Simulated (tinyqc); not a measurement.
Raising U: Hubbard ring of 5 sites, mean field against exact. Computed by the program tinyqc. Collinear unrestricted mean field (the lowest of 40 random starts) against exact diagonalisation.

one-body matrix (hopping and site energies) (eV):
```
         1        2        3        4        5
1   0.0000  -1.3000   0.0000   0.0000  -1.3000
2  -1.3000   0.0000  -1.3000   0.0000   0.0000
3   0.0000  -1.3000   0.0000  -1.3000   0.0000
4   0.0000   0.0000  -1.3000   0.0000  -1.3000
5  -1.3000   0.0000   0.0000  -1.3000   0.0000
```

electrons, up and down: 3  2

Exact and mean-field results (eV):

| U | U/t | E exact | E mean field | mean \|n_up - n_down\| | double occupancy, exact | first gap in the sector |
|---|---|---|---|---|---|---|
| 0.6500 | 0.5000 | -6.860073 | -6.835104 | 0.2000 | 0.2215 | 0.0000 |
| 1.3000 | 1.0000 | -6.171808 | -6.070319 | 0.2200 | 0.2019 | 0.0000 |
| 2.6000 | 2.0000 | -4.992023 | -4.591833 | 0.3353 | 0.1610 | 0.0000 |
| 3.9000 | 3.0000 | -4.072802 | -3.346871 | 0.6113 | 0.1227 | 0.0000 |
| 5.2000 | 4.0000 | -3.380106 | -2.555010 | 0.7873 | 0.0918 | 0.0000 |
| 7.8000 | 6.0000 | -2.467245 | -1.720726 | 0.9086 | 0.0530 | 0.0000 |
| 10.4000 | 8.0000 | -1.920477 | -1.294780 | 0.9492 | 0.0332 | 0.0000 |
| 15.6000 | 12.0000 | -1.317897 | -0.865142 | 0.9776 | 0.0161 | 0.0000 |
| 26.0000 | 20.0000 | -0.803287 | -0.519673 | 0.9920 | 0.0061 | 0.0000 |

What does the comparison show, and why?

In absolute terms mean field is worst at U/t = 4.0, 0.825 eV too high: at small U it is nearly exact, and at large U it misses only exchange-scale energies. Relative to the exact energy its error is 0.4 % at the smallest U, 35 % at most and 35 % at the largest. The double occupancy falls from 0.221 to 0.006; the lowest level is degenerate at every U, so the first gap stays zero.
